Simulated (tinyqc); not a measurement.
Velocity overshoot from momentum and energy balance equations after a field step: one step, computed by the program tinyqc. Command: `OMP_NUM_THREADS=1 python tinyqc.py 3027771 3027772 out.jsonl overshoot walk`. One thread of a shared host (Intel(R) Xeon(R) Processor @ 2.30GHz), about 0.01 s of CPU time with the checks.

At t = 0 the field jumps from 0 to F in a uniform sample. v is the drift velocity and u = w - (3/2) k_B T the excess energy per carrier.

Question. Constants and steady state. dv/dt = e F/m - v/tau_m(u), du/dt = e F v - u/tau_E, tau_m(u) = tau_0/(1 + c u), tau_0 = m mu_0/e, c = mu_0/(e tau_E v_s^2); this choice gives the steady state v (1 + mu_0 F v/v_s^2) = mu_0 F, which saturates at v_s. Steady velocity v = 2 mu_0 F/(1 + sqrt(1 + 4 (mu_0 F/v_s)^2)); u = e F v tau_E; carrier temperature T + 2u/(3 k_B), neglecting the drift energy m v^2/2.

Inputs (values chosen for the exercise, modelled on electrons in 4H-SiC except for tau_E):
```
quantity                      value        unit
effective mass m               0.34         m_0
low-field mobility mu_0         960  cm^2/(V s)
saturation velocity v_s           2    1e7 cm/s
energy relaxation time tau_E   0.26          ps
field after the step F           15       kV/cm
lattice temperature T           300           K
```

Scheme: explicit Euler.

Constants: m_0 = 9.1093837015e-31 kg; e = 1.602176634e-19 C; k_B = 8.617333262e-05 eV/K.

Give: tau_0; c; acceleration e F/m; steady velocity; steady excess energy; steady carrier temperature.

Answer.

tau_0 = 185.6 fs

c = 9.231 1/eV

acceleration e F/m = 0.007760 1e7 cm/s per fs

steady velocity = 1.046 1e7 cm/s

steady excess energy = 0.04080 eV

steady carrier temperature = 615.6 K

tau_E/tau_0 = 1.40, and in the steady state tau_m has shrunk to 134.8 fs.
